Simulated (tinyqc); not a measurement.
Kissinger analysis: growth of a silicide layer between metal and silicon: linear-parabolic kinetics, ramp anneals and Kissinger analysis. Computed by tinyqc, a small Python program. Command: `OMP_NUM_THREADS=1 python tinyqc.py 3006797 3006798 out.jsonl silicide walk`. One thread of a shared host (Intel(R) Xeon(R) Processor @ 2.30GHz), about 0.1 s of CPU time with the checks.

One compound layer of thickness x grows by diffusion through itself and reaction at an interface, dx/dt = 1/(2x/K + 1/v), until the metal is used up at x = a h.

Inputs (values chosen for the exercise, modelled on Ni2Si):
```
quantity                                 value    unit
metal thickness h                           18      nm
silicide formed per metal thickness a     1.47       -
prefactor of the parabolic constant K  6.9e+13  nm^2/s
activation energy E of K                  1.47      eV
prefactor of the interface velocity v  1.9e+15    nm/s
activation energy E_v                     1.62      eV
```

Constants: k_B = 8.617333262e-05 eV/K.

Method:
- The silicide ends at the thickness a h.
- K = K0 exp(-E/(k_B T)), v = v0 exp(-E_v/(k_B T)).
- Temperatures in kelvin are T(C) + 273.15.
- Ramp from x = 0 at 100 C at the rate beta: dx/dT = (1/beta)/(2x/K + 1/v), integrated adaptively (tolerance 1e-9) until x = a h at T_f.
- Plot ln(beta/T_f^2) against 1/(k_B T_f), T_f in kelvin; minus the least-squares slope estimates the activation energy.

final thickness = 26.46 nm

Ramps:
```
beta (C/s)  T_f (C)  1/(k_B T_f) (1/eV)  ln(beta/T_f^2)
0.03         267.35              21.470         -16.092
0.1          287.41              20.702         -14.960
0.3          307.01              20.002         -13.931
1            330.09              19.237         -12.805
3            352.76              18.540         -11.780
10           379.58              17.778         -10.660
30           406.08              17.085          -9.641
```

Kissinger energy = 1.4711 eV

What follows from these numbers?

A thousandfold faster ramp raises the completion temperature by only 139 C. The fit gives 1.471 eV, against E = 1.47 eV for diffusion and E_v = 1.62 eV for the interface: diffusion controls. Caution: nucleation and competing phases are left out; disilicides such as CoSi2 and the low-resistance form of TiSi2 start by nucleation and follow this law at best in part.

Extremes, crossings and ranges named in words are read from the listed rows.
